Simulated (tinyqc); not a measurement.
Precursor delivery and alloy composition in metal-organic vapour-phase epitaxy: one step, computed by the program tinyqc.

Carrier gas leaves each bubbler saturated. Group-III species cross a boundary layer and react at the surface; element 2 can also desorb. The film is (1)_(1-x) (2)_x V with a zinc-blende cell.

Task: Molar flows. Temperatures in kelvin are T(C) + 273.15. Vapour pressure p_v = 10^(a - b/T); precursor flow = carrier flow x p_v/(p_b - p_v); 1 sccm = 44.615 micromol/min; V/III = hydride flow over the sum of both; gas share x_g = F2/(F1 + F2).

Inputs (values chosen for the exercise, close to those used for InGaAs from TMGa and TMIn): source 1: a in log10(p/torr) = a - b/T = 8.07; source 1: b = 1703 K; source 1: bath temperature = -8 C; source 1: carrier flow = 17 sccm; source 2: a = 10.52; source 2: b = 3014 K; source 2: bath temperature = 20 C; source 2: carrier flow = 85 sccm; bubbler pressure p_b = 760 torr; group-V hydride flow = 89 sccm.

Give: vapour pressures; molar flows; V/III ratio; gas share x_g.

Result:

vapour pressures (torr): source 1 44.38, source 2 1.732

molar flows (micromol/min): F1 47.04, F2 8.663

V/III ratio = 71.28

gas share x_g = 0.1555

The slope of F2 with the temperature of bath 2 is b ln(10)/T^2 x p_b/(p_b - p_v) = 8.1 % per kelvin.
